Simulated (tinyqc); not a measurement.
# Changing the radial spring k2L

Model: Born-von Karman spring model of a cubic crystal with one atom per cell. Computed by tinyqc, a small Python program. Command: `OMP_NUM_THREADS=1 python tinyqc.py 3009429 3009430 out.jsonl springs sweep`. One thread of a shared host (Intel(R) Xeon(R) Processor @ 2.30GHz), about 0.2 s of CPU time with the checks.

First neighbours lie at a/2 (1,1,0) (12 of them), second at a (1,0,0) (6), with all permutations and signs; the volume per atom is Omega = a^3/4. Two shells of springs match a real metal only roughly, above all at the zone boundary.

Inputs (values chosen for the exercise, modelled on silver):
```
quantity                value           unit
lattice constant a       4.09       angstrom
atomic mass M          107.87              u
radial spring k1L        1.43  eV/angstrom^2
transverse spring k1T    -0.1  eV/angstrom^2
transverse spring k2T  -0.008  eV/angstrom^2
```

Lattice: fcc.

Constants: 1 eV/angstrom^3 = 160.2176634 GPa; u = 1.6605390666e-27 kg; hbar = 1.054571817e-34 J s; k_B = 1.380649e-23 J/K.

Method:
- [ij,kl] = (1/(2 Omega)) sum_R K_ij R_k R_l; C11 = [xx,xx], C44 = [xx,yy], C12 = 2 [xy,xy] - C44; B = (C11 + 2 C12)/3; Zener ratio A = 2 C44/(C11 - C12). K(R) = kL n n^T + kT (1 - n n^T).
- rho = M/Omega and v = sqrt(C/rho), with C = C11, C44, C44 along [100]; (C11 + C12 + 2 C44)/2, C44, (C11 - C12)/2 along [110]; (C11 + 2 C12 + 4 C44)/3 and twice (C11 - C12 + C44)/3 along [111].
- Christoffel matrix G_xx = C11 n_x^2 + C44 (1 - n_x^2), G_xy = (C12 + C44) n_x n_y, with eigenvalues rho v^2; v_m^-3 is the mean of v^-3 over three branches and all directions (12 Gauss-Legendre points in cos(theta) times 24 angles phi = (j + 1/2) pi/12); q_D = (6 pi^2/Omega)^(1/3); Theta = hbar v_m q_D/k_B.

One run for each value:
```
radial spring k2L (eV/angstrom^2)  C11 (GPa)  C44 (GPa)  Zener ratio A  C12 (GPa)  elastic Debye temperature (K)
-0.140                                 82.26     43.012         15.913     76.857                         147.45
0.018                                 107.02     43.012          2.852     76.857                         210.21
0.180                                 132.40     43.012          1.549     76.857                         239.88
0.340                                 157.48     43.012          1.067     76.857                         258.91
0.500                                 182.55     43.012          0.814     76.857                         272.96
0.660                                 207.62     43.012          0.658     76.857                         284.09
0.820                                 232.69     43.012          0.552     76.857                         293.30
0.980                                 257.76     43.012          0.476     76.857                         301.18
1.100                                 276.56     43.012          0.431     76.857                         306.43
```

What does the table show, and why?

Over the rows, C11 (GPa) rises from 82.3 to 277; C44 (GPa) does not change; Zener ratio A falls from 15.9 to 0.431. The second neighbours lie along the cube axes, so their radial spring enters C11 alone; the crystal is isotropic (A = 1) between k2L = 0.34 and 0.50.
